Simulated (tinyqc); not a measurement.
Speciation in dilute and buffered hydrofluoric acid, oxide etch rate and bath loading: one step, computed by the program tinyqc.

Concentrations stand for activities, NH4+ and Cl- are spectators, and water ionisation is neglected. H, F and HF2 denote the ions H+, F- and HF2-. The base temperature is 298 K.

Problem. One trial. Fluoride balance: [HF] + [F] + 2 [HF2] + 2 [H2F2] = HF added + NH4F added. Acid balance: [H] + [HF] + [HF2] + 2 [H2F2] = HF added + HCl added. For a trial [H], [HF] = [H][F]/K1, and the fluoride balance is a quadratic in [F]. Take pH = 3. The residual is the left side of the acid balance less the right.

Inputs (values chosen for the exercise, of the order of those for thermal oxide at room temperature):
```
quantity                 value   unit
HF added                   2.3  mol/L
NH4F added                   0  mol/L
HCl added                  0.2  mol/L
K1 = [H][F]/[HF]      0.000678  mol/L
K2 = [HF2]/([HF][F])      3.72  L/mol
K3 = [H2F2]/[HF]^2        2.46  L/mol
```

Give: [F]; [HF]; [HF2]; [H2F2]; residual.

Solution.

[F] = 0.2736 mol/L

[HF] = 0.4036 mol/L

[HF2] = 0.4108 mol/L

[H2F2] = 0.4006 mol/L

residual = -0.8834 mol/L

The residual is negative, so the pH lies below 3.
